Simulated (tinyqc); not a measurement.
Worked calculation: plane-wave Kohn-Sham cycle with exchange-only LDA in a layered model solid. Computed by tinyqc, a small Python program that keeps every step. Settings: points = 16, plane-wave index or count = 2, electrons = 2, k points = 1, area = 17.0, mixing = 0.1, iteration cap = 65, Kerker q0 = 1.23. Command: `OMP_NUM_THREADS=1 python tinyqc.py 27575 27576 out.jsonl` (the two numbers bound the seeds that draw the settings). One thread of a shared host (Intel(R) Xeon(R) Processor @ 2.60GHz), about 0.02 s of CPU time with the checks.

A solid whose potential varies along x alone (atomic units):

| parameter | value |
|---|---|
| period a | 4.500000 |
| cross-section of the cell | 17.000000 |
| electrons per cell | 2 |
| grid points | 16 |
| plane waves -n..n, n | 2 |
| k points | 1 |
| V1 in V1 cos(2 pi x/a) | -0.570000 |
| V2 in V2 cos(4 pi x/a) | -0.260000 |

Stop when sqrt(dV sum R^2) is below 1e-8, dV = a A/N.

Course of the cycle:

| iteration | E (hartree) | norm of the residual |
|---|---|---|
| 1 | -0.79911199 | 1.77e-01 |
| 2 | -0.79526627 | 1.66e-01 |
| 3 | -0.79173409 | 1.56e-01 |
| 4 | -0.78852469 | 1.46e-01 |
| 5 | -0.78563167 | 1.37e-01 |
| 6 | -0.78303957 | 1.29e-01 |
| 7 | -0.78072812 | 1.21e-01 |
| 8 | -0.77867479 | 1.13e-01 |
| 9 | -0.77685645 | 1.06e-01 |
| 10 | -0.77525042 | 9.94e-02 |
| 11 | -0.77383503 | 9.32e-02 |
| ... | ... | ... |
| 55 | -0.76401751 | 5.90e-03 |
| 56 | -0.76401478 | 5.55e-03 |
| 57 | -0.76401239 | 5.22e-03 |
| 58 | -0.76401032 | 4.91e-03 |
| 59 | -0.76400850 | 4.61e-03 |
| 60 | -0.76400693 | 4.34e-03 |
| 61 | -0.76400555 | 4.08e-03 |
| 62 | -0.76400435 | 3.84e-03 |
| 63 | -0.76400330 | 3.61e-03 |
| 64 | -0.76400239 | 3.39e-03 |
| 65 | -0.76400159 | 3.19e-03 |

Can the last value be used, and what does the course show?

Not by the stop rule, although the second column moves by less than 1e-05 over the last three steps. Not converged within 65 iterations: the residual falls steadily but slowly, by a factor of about 0.94 a step. Reruns (cap 100 unless said): mixing 0.5, Kerker q0 1.0: converged in 40 (E = -0.76400); mixing 0.3, Pulay depth 5: converged in 9 (E = -0.76400); the original settings with a cap of 400: converged in 273 (E = -0.76400).
